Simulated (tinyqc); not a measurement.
## Resistance of a tapered via with liner, size effect and interface: via resistance against the diameter at the bottom

A round via whose diameter grows from db at the bottom as D(z) = db + 2 z/tan(ang). The fill, of diameter D - 2 tl, starts above the bottom liner (thickness fb tl) and has rho = rho0 (1 + ks lam/(D - 2 tl)); the sidewall liner conducts in parallel with it. The bottom liner and the interface are crossed over the full area pi db^2/4. Spreading in the lines above and below is left out.

Slices between z0 = fb tl and hv, evaluated at their midpoints: conductance per length pi/4 [(D - 2 tl)^2/rho + (D^2 - (D - 2 tl)^2)/rl], slice resistance = slice height over that. 2000 slices. R_fill = sum of the slices; R_bottom = rl fb tl/(pi db^2/4); R_interface = ri/(pi db^2/4); ballistic (Sharvin) limit 1/(Sb pi (db - 2 tl)^2/4); ideal cylinder rho0 hv/(pi db^2/4).

Parameters, values chosen for the exercise; fill metal close to tungsten: height hv = 110 nm; sidewall angle ang = 87 degrees; bulk resistivity of the fill rho0 = 5.42 uohm cm; mean free path of the fill lam = 15.9 nm; size-effect factor ks = 1.2; liner on the sidewall tl = 3.5 nm; liner at the bottom over that on the sidewall fb = 1; resistivity of the liner rl = 220 uohm cm; interface resistivity at the bottom ri = 4.7e-12 ohm cm^2; ballistic conductance per area, about 3/(4 rho0 lam) Sb = 9.1e14 S/m^2.

Via resistance against the diameter at the bottom:

| db (nm) | R_fill (ohm) | R_bottom (ohm) | R_interface (ohm) | R (ohm) | ballistic limit (ohm) | R over ideal cylinder | largest part |
|---|---|---|---|---|---|---|---|
| 11 | 305.2 | 81.02 | 4.946 | 391.2 | 87.45 | 6.236 | fill |
| 16 | 86.94 | 38.30 | 2.338 | 127.6 | 17.27 | 4.302 | fill |
| 22 | 34.24 | 20.26 | 1.236 | 55.73 | 6.219 | 3.553 | fill |
| 30 | 14.99 | 10.89 | 0.6649 | 26.55 | 2.645 | 3.147 | fill |
| 42 | 6.497 | 5.558 | 0.3392 | 12.39 | 1.142 | 2.880 | fill |
| 58 | 3.036 | 2.914 | 0.1779 | 6.128 | 0.5379 | 2.716 | fill |
| 80 | 1.465 | 1.532 | 0.09350 | 3.090 | 0.2626 | 2.605 | bottom liner |

R falls from 391 to 3.09 ohm. The fill is the largest part at db = 11, the bottom liner from 80 on. R goes as db^(-2.99) between the first two rows and db^(-2.13) between the last two; area alone gives -2.

Computed by the program tinyqc: `OMP_NUM_THREADS=1 python tinyqc.py 2750065 2750066 out.jsonl`, one thread of a shared Intel Xeon 2.30GHz, about 0.01 s for the whole run.
